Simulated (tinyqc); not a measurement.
Narrowing against degeneracy: heavy doping: gap narrowing, degeneracy and the minority density.

F_j(eta) = (1/Gamma(j + 1)) integral_0^infinity x^j dx/(1 + exp(x - eta)), which tends to exp(eta) for eta << 0.

Empirical narrowing (Slotboom form, constants chosen for the exercise; published fits of this form give the apparent narrowing, here it is taken as the true one): dEg = E0 [ln(N/N0) + sqrt(ln(N/N0)^2 + C)].

Majority: N = Nv F_1/2(eta), eta the distance of EF beyond the majority band edge in kT. Degeneracy factor gam = F_1/2(eta)/exp(eta). ni0^2 = Nc Nv exp(-Eg/kT); product n p = ni0^2 gam exp(dEg/kT), dEg the true narrowing; apparent narrowing dEa = dEg + kT ln gam; minority density = n p/N.

Constants: kB = 8.617333262e-05 eV/K.

Parameters, chosen for this exercise (gap and densities of states near those of GaAs at this temperature; narrowing constants of the size fitted for Si, not for this material; not measured data): Eg = 1.42 eV (gap); Nc = 5.73e+17 1/cm^3 (conduction-band density of states); Nv = 1.19e+19 1/cm^3 (valence-band density of states); T = 350 K; E0 = 7.74 meV (narrowing scale); N0 = 9.9e+16 1/cm^3 (onset density); C = 0.5 (smoothing constant).

N takes the values listed; the last column is N over the factor gam exp(dEg/kT), the doping that a simple model would need to give the same minority density.

Results:

| N (1/cm^3) | eta | gam | dEg (meV) | dEa (meV) | minority (1/cm^3) | effective doping (1/cm^3) |
|---|---|---|---|---|---|---|
| 4.0e+16 | -5.69 | 0.999 | 1.9 | 1.8 | 0.647 | 3.76e+16 |
| 1.0e+17 | -4.78 | 0.997 | 5.6 | 5.5 | 0.292 | 8.34e+16 |
| 4.0e+17 | -3.38 | 0.988 | 22.9 | 22.6 | 0.129 | 1.89e+17 |
| 1.0e+18 | -2.45 | 0.971 | 36.6 | 35.7 | 0.0796 | 3.06e+17 |
| 4.0e+18 | -0.97 | 0.888 | 57.8 | 54.2 | 0.0367 | 6.63e+17 |
| 1.0e+19 | 0.12 | 0.746 | 71.9 | 63.0 | 0.0197 | 1.24e+18 |
| 4.0e+19 | 2.35 | 0.321 | 93.2 | 58.9 | 0.00429 | 5.67e+18 |
| 1.0e+20 | 4.82 | 0.0678 | 107.4 | 26.2 | 0.000580 | 4.20e+19 |
| 2.0e+20 | 7.83 | 0.00671 | 118.1 | -32.9 | 4.10e-05 | 5.95e+20 |

dEg grows steadily to 118.1 meV, while the apparent value peaks at 63.0 meV for N = 1e+19 and falls to -32.9 meV as the Fermi level enters the band. N grows by a factor 25 from the third to the sixth row and the effective doping by 6.5: net of degeneracy, narrowing takes away 74 % of the factor gained by heavier doping.

Run: tinyqc, `OMP_NUM_THREADS=1 python tinyqc.py 1680404 1680405 out.jsonl`; Intel(R) Xeon(R) Processor @ 2.30GHz, one thread, shared host; about 0.01 s of CPU time with all checks.
